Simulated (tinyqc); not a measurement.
# From depth x_j where C falls to C_B back to ion energy E

Model: ion implantation: universal nuclear stopping, Lindhard-Scharff electronic stopping and a Gaussian range profile. Computed by tinyqc, a small Python program. Command: `OMP_NUM_THREADS=1 python tinyqc.py 3028267 3028268 out.jsonl implant inv`. One thread of a shared host (Intel(R) Xeon(R) Processor @ 2.30GHz), about 0.3 s of CPU time with the checks.

An ion slows by elastic collisions with screened nuclei and by friction with electrons; channelling is ignored and the target is uniform.

Inputs (values chosen for the exercise, modelled on phosphorus ions in aluminium):
```
quantity,value,unit
ion atomic number Z1,15,-
ion mass M1,31,u
target atomic number Z2,13,-
target mass M2,26.98,u
target density N,60.2,1/nm^3
scale factor of electronic stopping k,1.5,-
dose Q,2.1e+12,1/cm^2
background C_B,7.1e+15,1/cm^3
```

Method:
- Reduced energy eps = 32.53 M2 E/(Z1 Z2 (M1 + M2)(Z1^0.23 + Z2^0.23)), E in keV; s_n = ln(1 + 1.1383 eps)/(2 (eps + 0.01321 eps^0.21226 + 0.19593 eps^0.5)) for eps up to 30 and ln(eps)/(2 eps) above; S_n = 8.462 Z1 Z2 M1 s_n/((M1 + M2)(Z1^0.23 + Z2^0.23)) in 1e-15 eV cm^2.
- S_e = k 3.83 Z1^(7/6) Z2/(Z1^(2/3) + Z2^(2/3))^(3/2) sqrt(E/M1) in 1e-15 eV cm^2, E in keV.
- Path length R = int_0^E dE'/(N (S_n + S_e)); energy lost to nuclei nu = int_0^E S_n/(S_n + S_e) dE' (both with E' = E y^3 and 64 Gauss-Legendre points in y).
- Estimates of Lindhard type: R_p = R/(1 + M2/(3 M1)), straggle dR_p = (2/3) R_p sqrt(M1 M2)/(M1 + M2).
- C(x) = C_p exp(-(x - R_p)^2/(2 dR_p^2)) with C_p = Q/(sqrt(2 pi) dR_p), 1 nm = 1e-7 cm; the profile falls to the background at x_j = R_p + dR_p sqrt(2 ln(C_p/C_B)); the peak atomic fraction is C_p/N.

Question. A run gave the result below. Find the ion energy E, known to lie between 22 and 62 keV.

Depth x_j where C falls to C_B = 98.56843 nm

Answer.

Each step takes the trial c = (a f_b - b f_a)/(f_b - f_a), f being the result less the target and a, b, c the logarithms of the listed values; c replaces end b, the old b replaces a if the sign of f changed, and otherwise f_a is halved.

Scan of the range:
```
ion energy E (keV),depth x_j where C falls to C_B (nm)
22.0,60.940
26.1,69.185
31.1,78.975
36.9,90.045
43.9,103.073
52.2,118.132
62.0,135.458
```

False position (Illinois rule, in the logarithm of the input) inside the bracket:
```
step,end a,end b,trial,depth x_j where C falls to C_B (nm)
1,36.9000,43.9000,41.3412,98.3482
2,43.9000,41.3412,41.4571,98.5631
3,43.9000,41.4571,41.4627,98.5735
4,41.4571,41.4627,41.4600,98.5684
5,41.4627,41.4600,41.4600,98.5684
```

Depth x_j where C falls to C_B rises at every point of a 13-point scan of the range (every second point is shown), so one value fits; it is bracketed by 36.9 and 43.9. Answer: ion energy E = 41.46 keV.
